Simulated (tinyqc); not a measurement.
# Free and trapped electrons in a MOS channel with a dense trap tail: effects of single changes

p-type body, charge-sheet picture, full ionisation (an idealisation for deep acceptors), Boltzmann statistics for free electrons. e = Ec - EF at the surface. Acceptor-like traps of density D(E) = D0 + De exp(-E/Ew) at depth E below Ec, from 0 to Eu, hold n_t = integral of D(E)/(1 + exp((e - E)/Vt)). psi = Eg - Vt ln(Nv/Na) - e; N_dep = sqrt(2 eps0 eps_r Na (psi - Vt)/q); n_f = sqrt(N_dep^2 + 2 eps0 eps_r Vt Nc exp(-e/Vt)/q) - N_dep; Vg = Vfb + psi + q (N_dep + n_t + n_f)/Cox, Cox = eps0 eox/tox.

Inputs (values chosen for the exercise); band and dielectric values close to those of 4H silicon carbide: temperature T = 250 K; band gap Eg = 3.3 eV; relative permittivity eps_r = 9.85; conduction-band density of states at T Nc = 1.29e19 cm^-3; valence-band density of states at T Nv = 1.9e19 cm^-3; relative permittivity of the insulator eox = 3.9; insulator thickness tox = 67 nm; acceptor density Na = 2.9e16 cm^-3; flat-band voltage without trapped charge Vfb = -2.81 V; constant background density of acceptor-like traps D0 = 1.3e11 cm^-2 eV^-1; density of the tail at the conduction edge De = 5.4e13 cm^-2 eV^-1; decay energy of the tail Ew = 0.14 eV; depth below Ec down to which the traps reach Eu = 0.87 eV; mobility of free electrons mf = 200 cm^2/(V s).

Constants: q = 1.602176634e-19 C, kB = 1.380649e-23 J/K, Vt = kB T/q, eps0 = 8.8541878128e-14 F/cm where lengths are in cm. Results are converted to the units shown.

Each table varies one quantity; the others keep the values above.

## Free and trapped charge against gate voltage

Free share n_f/(n_f + n_t); swing ln 10 n_f/(dn_f/dVg); field-effect mobility mf q (dn_f/dVg)/Cox, for a constant mf; oxide field q (N_dep + n_t + n_f)/(eps0 eox).

Free and trapped charge against gate voltage:

| Vg (V) | e (eV) | n_f (cm^-2) | n_t (cm^-2) | free share (%) | swing (mV/decade) | field-effect mobility (cm^2/(V s)) | oxide field (MV/cm) |
|---|---|---|---|---|---|---|---|
| 5.9 | 0.3066 | 1.056e6 | 9.383e11 | 1.126e-4 | 1069 | 0.001415 | 0.8741 |
| 8.7 | 0.2125 | 8.170e7 | 1.793e12 | 0.004556 | 2000 | 0.05848 | 1.278 |
| 11.5 | 0.1556 | 1.139e9 | 2.665e12 | 0.04273 | 2959 | 0.5512 | 1.687 |
| 14.4 | 0.1135 | 7.933e9 | 3.571e12 | 0.2217 | 3980 | 2.854 | 2.114 |
| 17.2 | 0.08211 | 3.348e10 | 4.431e12 | 0.7500 | 5033 | 9.524 | 2.527 |
| 20.1 | 0.05563 | 1.098e11 | 5.275e12 | 2.040 | 6297 | 24.97 | 2.956 |
| 22.9 | 0.03405 | 2.761e11 | 5.999e12 | 4.399 | 7801 | 50.66 | 3.371 |
| 25.7 | 0.01525 | 5.808e11 | 6.586e12 | 8.104 | 9676 | 85.93 | 3.786 |
| 28.6 | -0.001854 | 1.075e12 | 7.016e12 | 13.29 | 1.225e4 | 125.7 | 4.216 |

What does the table show?

n_f reaches 1e11 cm^-2 at Vg = 19.8 V, against 3.67 V without traps. The free share rises from 1.13e-4 to 13.3 % and the field-effect mobility rises from 0.00141 to 126 cm^2/(V s), although mf = 200 is constant: in the last row 62.8 % of Cox dVg goes into free electrons. The swing in the first row is 1070 mV a decade (Vt ln 10 = 49.6). For Vg = 22.9, 25.7, 28.6 EF lies less than 2 Vt below the band edge, or above it, where degeneracy and confinement, left out, matter.

## Effect of the decay energy of the tail

VT is the Vg for n_f = 1e11 cm^-2; swing ln 10 n_f/(dn_f/dVg) at n_f = 1e8 cm^-2; the last three columns are for Vg = VT + 5.4 V, with free share n_f/(n_f + n_t) and field-effect mobility mf q (dn_f/dVg)/Cox; there EF is near the band edge, where Boltzmann statistics are rough.

Result of one run:

| Ew (eV) | e at VT (eV) | VT (V) | q n_t/Cox at VT (V) | swing (mV/decade) | n_f (cm^-2) | free share (%) | field-effect mobility (cm^2/(V s)) |
|---|---|---|---|---|---|---|---|
| 0.07 | 0.05776 | 9.697 | 6.028 | 597.0 | 6.778e11 | 18.06 | 104.8 |

What becomes of these results when the decay energy of the tail Ew is changed from 0.07 to 0.13 eV, all else the same?

Result of the changed run:

| Ew (eV) | e at VT (eV) | VT (V) | q n_t/Cox at VT (V) | swing (mV/decade) | n_f (cm^-2) | free share (%) | field-effect mobility (cm^2/(V s)) |
|---|---|---|---|---|---|---|---|
| 0.13 | 0.05776 | 18.33 | 14.66 | 1859 | 5.325e11 | 8.150 | 81.85 |

The whole series:

| Ew (eV) | e at VT (eV) | VT (V) | q n_t/Cox at VT (V) | swing (mV/decade) | n_f (cm^-2) | free share (%) | field-effect mobility (cm^2/(V s)) |
|---|---|---|---|---|---|---|---|
| 0.03 | 0.05776 | 5.271 | 1.602 | 117.7 | 1.016e12 | 43.73 | 145.1 |
| 0.05 | 0.05776 | 7.237 | 3.568 | 275.3 | 7.947e11 | 26.85 | 120.6 |
| 0.07 | 0.05776 | 9.697 | 6.028 | 597.0 | 6.778e11 | 18.06 | 104.8 |
| 0.09 | 0.05776 | 12.43 | 8.765 | 1006 | 6.086e11 | 13.13 | 94.32 |
| 0.11 | 0.05776 | 15.33 | 11.67 | 1438 | 5.637e11 | 10.12 | 87.09 |
| 0.13 | 0.05776 | 18.33 | 14.66 | 1859 | 5.325e11 | 8.150 | 81.85 |
| 0.15 | 0.05776 | 21.37 | 17.70 | 2254 | 5.097e11 | 6.786 | 77.91 |
| 0.17 | 0.05776 | 24.42 | 20.75 | 2618 | 4.924e11 | 5.798 | 74.84 |

As Ew goes from 0.03 to 0.17, VT rises from 5.27 to 24.4 V, its part due to traps rises from 1.60 to 20.7 V, the swing rises from 118 to 2620 mV/decade and the field-effect mobility falls from 145 to 74.8 cm^2/(V s).

Numbers from tinyqc (`OMP_NUM_THREADS=1 python tinyqc.py 2222134 2222135 out.jsonl`; about 0.02 s on one thread of a shared Intel Xeon 2.30GHz).
